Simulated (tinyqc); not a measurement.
Worked calculation: sp3 tight binding, zinc-blende lattice. One step of it, computed by the program tinyqc.

Problem. Levels at G. Diagonalise the Hermitian matrix.

H(k) at G (eV), order a s, a px, a py, a pz, c s, c px, c py, c pz:
$$\begin{pmatrix}
-17.510000 & 0.000000 & 0.000000 & 0.000000 & -5.504498 & 0.000000 & 0.000000 & 0.000000 \\
0.000000 & -9.500000 & 0.000000 & 0.000000 & 0.000000 & 2.123164 & 0.000000 & 0.000000 \\
0.000000 & 0.000000 & -9.500000 & 0.000000 & 0.000000 & 0.000000 & 2.123164 & 0.000000 \\
0.000000 & 0.000000 & 0.000000 & -9.500000 & 0.000000 & 0.000000 & 0.000000 & 2.123164 \\
-5.504498 & 0.000000 & 0.000000 & 0.000000 & -10.520000 & 0.000000 & 0.000000 & 0.000000 \\
0.000000 & 2.123164 & 0.000000 & 0.000000 & 0.000000 & -5.860000 & 0.000000 & 0.000000 \\
0.000000 & 0.000000 & 2.123164 & 0.000000 & 0.000000 & 0.000000 & -5.860000 & 0.000000 \\
0.000000 & 0.000000 & 0.000000 & 2.123164 & 0.000000 & 0.000000 & 0.000000 & -5.860000
\end{pmatrix}$$

Give: eigenvalues.

Solution.

eigenvalues (eV): [-20.5353, -10.4765, -10.4765, -10.4765, -7.4947, -4.8835, -4.8835, -4.8835]
